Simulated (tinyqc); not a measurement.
Schottky emission and Poole-Frenkel conduction in an insulator, and how to tell them apart: effect of temperature.

Schottky emission (electrode-limited): J = As T^2 exp[-(pb - b sqrt(F))/Vt], b = sqrt(q/(4 pi eps0 ei)). Poole-Frenkel emission (bulk-limited): J = s0 F exp[-(pt - 2 b sqrt(F))/Vt]. F in V/cm.

Both formulas at the same field.

Inputs (values chosen for the exercise); dielectric values close to those of hafnium oxide:
```
symbol  value          unit                               meaning
ei       4.53                high-frequency relative permittivity
pt       1.39            eV                            trap depth
s0      0.032          S/cm               Poole-Frenkel prefactor
pb       1.51            eV                     electrode barrier
As         64  A/(cm^2 K^2)                   Richardson constant
F         1.8         MV/cm                                 field
```

Constants: q = 1.602176634e-19 C, kB = 1.380649e-23 J/K, Vt = kB T/q, eps0 = 8.8541878128e-14 F/cm where lengths are in cm. Results are converted to the units shown.

Results:

| T (K) | J, Schottky (A/cm^2) | J, Poole-Frenkel (A/cm^2) | ratio |
|---|---|---|---|
| 225 | 1.1115e-22 | 2.1955e-16 | 5.0626e-7 |
| 260 | 1.0075e-18 | 1.2309e-13 | 8.1853e-6 |
| 300 | 2.5819e-15 | 2.7942e-11 | 9.2403e-5 |
| 340 | 1.0771e-12 | 1.7698e-9 | 6.0859e-4 |
| 380 | 1.2932e-10 | 4.6804e-8 | 0.0027631 |
| 475 | 4.7459e-7 | 1.2255e-5 | 0.038726 |

Estimate the missing row, T = 420 K.

Computed row:

| T (K) | J, Schottky (A/cm^2) | J, Poole-Frenkel (A/cm^2) | ratio |
|---|---|---|---|
| 420 | 6.3645e-9 | 6.6333e-7 | 0.0095947 |

With this row back in the table: The Schottky current grows by 15.6 decades and the Poole-Frenkel current by 10.7, as their lowered barriers are 1.27 and 0.912 eV. A tunnelling current would hardly change over this range. For T = 225, 260, 300 a Fowler-Nordheim estimate for tunnelling through pb with a mass of 0.4 m0 exceeds the Schottky current, so tunnelling, left out here, would compete. For T = 225, 260 a Fowler-Nordheim estimate for tunnelling through pb with a mass of 0.4 m0 exceeds the Poole-Frenkel current, so tunnelling, left out here, would compete.

Numbers from tinyqc (`OMP_NUM_THREADS=1 python tinyqc.py 2370068 2370069 out.jsonl`; about 0.01 s on one thread of a shared Intel Xeon 2.30GHz).
